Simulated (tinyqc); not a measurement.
Inside a calculation. Model: charge neutrality of a doped semiconductor with incomplete ionisation. Computed by tinyqc, a small Python program that keeps every step. Command: `OMP_NUM_THREADS=1 python tinyqc.py 3015431 3015432 out.jsonl dopant walk`. One thread of a shared host (Intel(R) Xeon(R) Processor @ 2.30GHz), about 0.02 s of CPU time with the checks. Intermediate numbers are printed to about 7 digits and carried at full precision; extremes and crossings named in words are read from the listed rows.

Energies are counted from the top of the valence band; E_D is measured down from the conduction band and E_A up from the valence band.

Inputs (values chosen for the exercise, for a model semiconductor): gap at 0 K E_g0 = 2.48 eV; Varshni alpha = 0.000535 eV/K; Varshni beta = 308 K; electron mass m_e = 0.606 m_0; valleys M_c = 3; hole mass m_h = 0.954 m_0; donor density N_D = 6.5e+16 cm^-3; acceptor density N_A = 2.3e+18 cm^-3; donor depth E_D = 0.0974 eV; acceptor depth E_A = 0.0568 eV; donor degeneracy g_D = 2; acceptor degeneracy g_A = 2; temperature T = 600 K; iteration cap = 60.

Doping: p-type, compensated. Statistics of the bands: Boltzmann. Solver: Newton steps on the logarithm. Start of Newton steps: 0.25 eV inside the majority band.

ratios u of density to N: [0.016, 0.046, 0.14, 0.41, 1.2, 3.6, 10]

Constants: m_0 = 9.1093837015e-31 kg; k_B = 1.380649e-23 J/K; h = 6.62607015e-34 J s; k_B = 8.617333262e-05 eV/K.

## Gap and effective densities of states

E_g = E_g0 - alpha T^2/(T + beta). N_c = 2 M_c (2 pi m_e k_B T/h^2)^(3/2) and N_v = 2 (2 pi m_h k_B T/h^2)^(3/2), masses in units of m_0. n_i = sqrt(N_c N_v) exp(-E_g/(2 k_B T)); E_i = E_g/2 + (k_B T/2) ln(N_v/N_c).

gap E_g = 2.267885 eV

N_c = 1.004494e+20 cm^-3

N_v = 6.613625e+19 cm^-3

k_B T = 0.05170400 eV

intrinsic density n_i = 2.434970e+10 cm^-3

intrinsic level E_i = 1.123138 eV

## Charges at trial Fermi levels

n = N_c exp((E_F - E_g)/k_B T), p = N_v exp(-E_F/k_B T). N_D+ = N_D/(1 + g_D exp((E_F - E_g + E_D)/k_B T)). N_A- = N_A/(1 + g_A exp((E_A - E_F)/k_B T)). Neutrality: p + N_D+ = n + N_A-; the log ratio is ln[(p + N_D+)/(n + N_A-)]. The last column is ln[(p + N_D+)/(n + N_A-)], which vanishes at neutrality; trial levels are the majority level plus multiples of k_B T, rounded to 0.1 meV.

Densities (cm^-3):
```
E_F (eV)             n             p      N_D+          N_A-  log ratio
-0.0983   1.339257e+00  4.427140e+20  6.50e+16  5.587712e+16   8.977671
0.0051    9.894317e+00  5.992409e+19  6.50e+16  3.573569e+17   5.123183
0.1085    7.309836e+01  8.111099e+18  6.50e+16  1.325025e+18   1.819783
0.2119    5.400443e+02  1.097888e+18  6.50e+16  2.091675e+18  -0.587059
0.3670    1.084456e+04  5.467329e+16  6.50e+16  2.288649e+18  -2.950951
```

The log ratio changes sign between 0.1085 and 0.2119 eV.

## Solving for the Fermi level

Newton steps from the start named, with the slope from a central difference of 1e-6 eV; the function is the log ratio y = ln[(p + N_D+)/(n + N_A-)]; the bracket -0.3 to E_g + 0.3 eV is narrowed by the sign of y at each step, and a step that would leave it is replaced by its midpoint; stop when |log ratio| < 1e-9.

Course of the iteration:
```
step    E_F (eV)     log ratio
1     -0.2500000  1.482228e+01
2      0.1334406  1.165327e+00
3      0.1798049  8.253653e-02
4      0.1835966  4.309628e-04
5      0.1836166  1.177718e-08
6      0.1836166             0
```

Fermi level E_F (last iterate) = 0.1836166 eV

converged (1 yes, 0 no) = 1

steps = 6

Converged in 6 steps.

## Densities at the solution

The formulas are those given above.

majority density p = 1.897266e+18 cm^-3

minority density n = 312.5066 cm^-3

ionised share of the acceptors = 0.8531589

distance of E_F from the majority band edge = 0.1836166 eV

p is 84.9 % of the net doping; n p / n_i^2 = 1.0000.

## The closed form for the extrinsic range

With Boltzmann statistics, no electrons and every donor ionised, p (p + N_D) = p1 (N_A - N_D - p) with p1 = (N_v/g_A) exp(-E_A/k_B T). Take the positive root.

p1 = 1.102327e+19 cm^-3

p from the quadratic = 1.897266e+18 cm^-3

Against the full solution, 1.8973e18 cm^-3, the quadratic is off by 0 %.

## Carrier density against temperature

Neutrality is solved by bisection at each T. The last column is -k_B d ln(p T^-3/2)/d(1/T) from this row and the one above; it turns negative as ionisation nears completion, when the density grows more slowly than that power of T.

Against temperature:
```
T (K)     p (cm^-3)  E_F from the band edge (eV)  ionised share  activation energy (eV)
24     1.074951e+07                    0.0509172      0.0282609                       -
30     3.649629e+09                    0.0494465      0.0282609              0.05680000
41     2.117247e+12                    0.0467503      0.0282618              0.05679968
60     6.034663e+14                    0.0421422      0.0285232              0.05669425
94     3.900620e+16                    0.0377093      0.0452201              0.04996490
150    2.846806e+17                    0.0435433      0.1520350              0.02791643
220    7.150556e+17                    0.0572945      0.3391546              0.01407658
300    1.153368e+18                    0.0777967      0.5297251              0.00091346
330    1.285884e+18                    0.0865490      0.5873410             -0.00972688
600    1.897266e+18                    0.1836166      0.8531589             -0.03208907
```

Between the two coldest rows the activation energy is 0.0568 eV, 1.00 of the dopant depth: with compensation E_F is pinned at the level and the full depth shows. No row comes within 10 % of the net doping.

## Reduced Fermi level from a carrier density

F_1/2(eta) = (2/sqrt(pi)) int_0^infinity sqrt(x)/(1 + exp(x - eta)) dx, by the trapezoid rule in t = sqrt(x) with step 0.02 up to t = 12 (for eta < -12 by exp(eta) - exp(2 eta)/2^(3/2)). For u = density/N of the majority band, eta solves F_1/2(eta) = u (bisection). Boltzmann: ln u. Joyce-Dixon: ln u + u/sqrt(8) - 4.95009e-3 u^2 + 1.48386e-4 u^3 - 4.42563e-6 u^4. Degenerate limit: (3 sqrt(pi) u/4)^(2/3). The last column is (eta - ln u) k_B T.

Eta by four rules:
```
u      density (cm^-3)      exact  Boltzmann  Joyce-Dixon  degenerate  Boltzmann error (meV)
0.016     1.058180e+18  -4.129511  -4.135167    -4.129511    0.076766           2.924165e-01
0.046     3.042267e+18  -3.062861  -3.079114    -3.062861    0.155213           8.403449e-01
0.14      9.259075e+18  -1.916712  -1.966113    -1.916712    0.325969           2.554222e+00
0.41      2.711586e+19  -0.747463  -0.891598    -0.747463    0.667237           7.452350e+00
1.2       7.936350e+19   0.599705   0.182322     0.599705    1.365248           2.158039e+01
3.6       2.380905e+20   2.495812   1.280934     2.495753    2.839831           6.281405e+01
10        6.613625e+20   5.456252   2.302585     5.447240    5.611653           1.630572e+02
```

Boltzmann statistics place E_F within 1 meV of the exact value up to u = 0.0460 of those listed and miss by 163 meV at u = 10. Joyce-Dixon stays within 0.01 in eta up to u = 10.0; the degenerate limit is still 2.8 % high at the last u. A parabolic band is assumed throughout.

Checks made by the program: neutrality at the solution (relative difference below 1e-10); the quadratic against the majority density (compared only where minority carriers are negligible) (relative difference below 1e-10).
